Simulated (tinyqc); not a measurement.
Shallow acceptor in the spherical model (Baldereschi-Lipari), strong spin-orbit limit. Changing the Luttinger gamma_3. Computed by tinyqc, a small Python program. Command: `OMP_NUM_THREADS=1 python tinyqc.py 3011060 3011061 out.jsonl acceptor sweep`. One thread of a shared host (Intel(R) Xeon(R) Processor @ 2.30GHz), about 0.03 s of CPU time with the checks.

The 1S(3/2) state has an s envelope f(r) and a d envelope g(r). In effective units they obey -(f'' + 2f'/r + 2f/r) + mu (g'' + 5g'/r + 3g/r^2) = E f and -(g'' + 2g'/r - 6g/r^2 + 2g/r) + mu (f'' - f'/r) = E g. The cubic term, the split-off band and the central cell are left out.

Inputs (values chosen for the exercise, for a model semiconductor):

| quantity | value | unit |
|---|---|---|
| Luttinger gamma_1 | 4.39 | - |
| Luttinger gamma_2 | 1.17 | - |
| dielectric constant eps | 10.8 | - |
| spin-orbit gap Delta_so | 521 | meV |

Constants: Ry = 13.605693123 eV; a_0 = 0.529177210903 angstrom.

Method:
- Ry* = Ry/(gamma_1 eps^2), a* = a_0 eps gamma_1, mu = (6 gamma_3 + 4 gamma_2)/(5 gamma_1), delta = (gamma_3 - gamma_2)/gamma_1; spherical masses 1/(gamma_1 (1 - mu)) (heavy) and 1/(gamma_1 (1 + mu)) (light).
- Basis: f_i = exp(-zeta_i r), g_i = r exp(-zeta_i r), weight r^2 dr, s = zeta_i + zeta_j. S_ff = 2/s^3, H_ff = zeta_i zeta_j S_ff - 2/s^2; S_gg = 24/s^5, H_gg = 8/s^3 + 24 zeta_i zeta_j/s^5 - 12/s^4; H(f_i, g_j) = mu (6 zeta_i^2/s^4 + 2 zeta_i/s^3); S_fg = 0. Each function is normalised by sqrt(S_ii).
- Large basis: zeta_i = 0.08 x 1.55^(i-1), i = 1..20 in each channel; overlap eigenvalues below 1e-11 are dropped.
- Binding energies are -E Ry*; the mass that fits is E(1S) eps^2/Ry.

One run for each value:

| Luttinger gamma_3 | 1S(3/2) binding energy (meV) | d weight of 1S(3/2) | heavy-hole mass (m_0) | mu | 2S(3/2) binding energy (meV) |
|---|---|---|---|---|---|
| 0.360 | 29.1 | 0.0417 | 0.331 | 0.3116 | 7.61 |
| 0.916 | 33.1 | 0.0939 | 0.425 | 0.4636 | 9.01 |
| 1.190 | 36.3 | 0.1281 | 0.494 | 0.5385 | 10.11 |
| 1.470 | 41.0 | 0.1694 | 0.592 | 0.6150 | 11.69 |
| 1.750 | 48.3 | 0.2174 | 0.739 | 0.6916 | 14.07 |
| 2.030 | 60.6 | 0.2728 | 0.982 | 0.7681 | 18.02 |
| 2.310 | 85.2 | 0.3364 | 1.466 | 0.8446 | 25.81 |
| 2.590 | 158.0 | 0.4095 | 2.890 | 0.9212 | 48.54 |

Give the missing row, Luttinger gamma_3 = 0.638.

Computed row; columns: (1) Luttinger gamma_3; (2) 1S(3/2) binding energy (meV); (3) d weight of 1S(3/2); (4) heavy-hole mass (m_0); (5) mu; (6) 2S(3/2) binding energy (meV):
```
(1)     (2)     (3)    (4)     (5)   (6)
0.638  30.8  0.0650  0.372  0.3876  8.20
```

Interpolating between the two neighbouring rows (the first column on a logarithmic scale, the others too where they are positive) misses most in d weight of 1S(3/2), by 5.5 %. Over the rows, 1S(3/2) binding energy (meV) rises from 29.1 to 158 (exponent d ln y / d ln x 0.096 between the first rows and 5.4 between the last); d weight of 1S(3/2) rises from 0.0417 to 0.409 (exponent d ln y / d ln x 0.78 between the first rows and 1.7 between the last); heavy-hole mass (m_0) rises from 0.331 to 2.89 (exponent d ln y / d ln x 0.20 between the first rows and 5.9 between the last).

Caution (rows 0.360, 2.03, 2.31, 2.59): gamma_3 and gamma_2 differ by more than 0.17 gamma_1: band warping, left out here, adds several per cent to the binding. Caution (rows 2.31, 2.59): the orbit is only a few bond lengths wide, so central-cell terms matter. Caution (rows 2.59): the binding exceeds a fifth of the spin-orbit gap Delta_so, so the split-off band, left out, matters.
